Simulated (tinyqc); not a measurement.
# Reverse leakage of an n+-p junction: diffusion, generation, trap-assisted and band-to-band tunnelling: leakage components against the SRH lifetime of both carriers at zero field

One-sided abrupt junction in the depletion approximation, x from the junction (0) to W on the p side, field F = F0 (1 - x/W). Flat quasi-Fermi levels, long p side. Traps generate through SRH with both lifetimes shortened by 1 + Gamma (Hurkx enhancement, form for moderate fields); band-to-band generation is local and needs a total bending above Eg.

ni = sqrt(Nc Nv) exp(-Eg/(2 Vt)), Eg in volts; Vbi = Vt ln(Na Nd/ni^2); W = sqrt(2 eps0 eps_r (Vbi + VR)/(q Na)); F0 = 2 (Vbi + VR)/W; FG = sqrt(24 mt m0 (kB T)^3)/(q hbar); J_diff = q ni^2 sqrt(Dn/tau)(1 - exp(-VR/Vt))/Na. u = (Vbi + VR)(1 - x/W)^2, p = Na exp(-u/Vt), n = Nd exp((u - Vbi - VR)/Vt); G0 = ni^2 (1 - exp(-VR/Vt))/(tau (n + p + 2 ni cosh(Et/Vt))); Gamma = 2 sqrt(3 pi)(F/FG) exp((F/FG)^2); trap-assisted part G0 Gamma; G_bb = Ab F^2.5 exp(-Bb/F) with F in V/cm, zero unless Vbi + VR > Eg. Currents are q times the integrals over 0 to W; J_bb under 1e-8 of J is printed as 0; rows with F0/FG above 2.2, beyond the range of this Gamma, are left out.

Values chosen for this exercise; band and dielectric values close to those of germanium: temperature T = 300 K; band gap Eg = 0.65 eV; relative permittivity eps_r = 16.1; conduction-band density of states at T Nc = 1.06e19 cm^-3; valence-band density of states at T Nv = 6e18 cm^-3; acceptor density of the lighter side Na = 7.3e16 cm^-3; donor density of the heavier side Nd = 1e20 cm^-3; trap level above the intrinsic level Et = 0 eV; tunnelling mass mt = 0.15 m0; electron diffusion coefficient on the lighter side Dn = 8.1 cm^2/s; band-to-band prefactor Ab = 7.2e14 cm^-0.5 V^-2.5 s^-1; band-to-band field constant Bb = 5.02e6 V/cm; reverse bias VR = 0.7 V.

Constants: q = 1.602176634e-19 C, kB = 1.380649e-23 J/K, hbar = 1.054571817e-34 J s, m0 = 9.1093837015e-31 kg, Vt = kB T/q, eps0 = 8.8541878128e-14 F/cm where lengths are in cm. Results are converted to the units shown.

The same in every row: F0 (kV/cm) = 146; F0/FG = 0.510.

Results:
```
tau (s)  J_diff (A/cm^2)  J_SRH (A/cm^2)  J_TAT (A/cm^2)  J_bb (A/cm^2)  J (A/cm^2)              largest part
1e-10            4.78e-4           0.184           0.392              0       0.577  trap-assisted tunnelling
1e-9             1.51e-4          0.0184          0.0392              0      0.0578  trap-assisted tunnelling
1e-8             4.78e-5         0.00184         0.00392              0     0.00581  trap-assisted tunnelling
1e-7             1.51e-5         1.84e-4         3.92e-4              0     5.92e-4  trap-assisted tunnelling
1e-5             1.51e-6         1.84e-6         3.92e-6       4.67e-13     7.28e-6  trap-assisted tunnelling
0.0001           4.78e-7         1.84e-7         3.92e-7       4.67e-13     1.05e-6                 diffusion
```

Estimate the missing row, tau = 1e-6 s.

Computed row:
```
tau (s)  J_diff (A/cm^2)  J_SRH (A/cm^2)  J_TAT (A/cm^2)  J_bb (A/cm^2)  J (A/cm^2)              largest part
1e-6             4.78e-6         1.84e-5         3.92e-5              0     6.24e-5  trap-assisted tunnelling
```

With this row back in the table: J falls from 0.577 to 1.05e-6 A/cm^2. Trap-assisted tunnelling leads at tau = 1e-10, diffusion from 0.0001 on. J_SRH and J_TAT go as 1/tau and J_diff as tau^(-1/2); J_bb does not depend on it.

Range of the model: The n+ side is degenerate, so Vbi from Boltzmann statistics is only a guide.

Computed by the program tinyqc: `OMP_NUM_THREADS=1 python tinyqc.py 2290096 2290097 out.jsonl`, one thread of a shared Intel Xeon 2.30GHz, about 0.01 s for the whole run.
